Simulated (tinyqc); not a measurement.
Deal-Grove kinetics of thermal oxidation of silicon: one step, computed by the program tinyqc.

Oxidant diffuses through the oxide and reacts at the interface, so that dx/dt = B/(A + 2x) for the oxide thickness x.

Task: Rate constants. B = B0 p exp(-E_B/(k_B T)), B/A = (B/A)0 p^m exp(-E_A/(k_B T)), p in atm; A = B/(B/A). Temperatures in kelvin are T(C) + 273.15.

Inputs (values chosen for the exercise, close to those used for silicon):
```
quantity                       value    unit
prefactor B0                     720  um^2/h
activation energy E_B           1.23      eV
prefactor (B/A)0            6.64e+06    um/h
activation energy E_A           1.98      eV
temperature T                   1000       C
oxidant pressure p                 2     atm
pressure exponent m of B/A      0.75       -
```

Ambient: dry oxygen. Surface: (111).

Constants: k_B = 8.617333262e-05 eV/K.

Give: parabolic constant B; linear constant B/A; length A.

Result:

parabolic constant B = 0.01947 um^2/h

linear constant B/A = 0.1622 um/h

length A = 0.1200 um

Reaction at the interface limits growth while x is well below A/2 = 0.0600 um, diffusion once x is well above it.
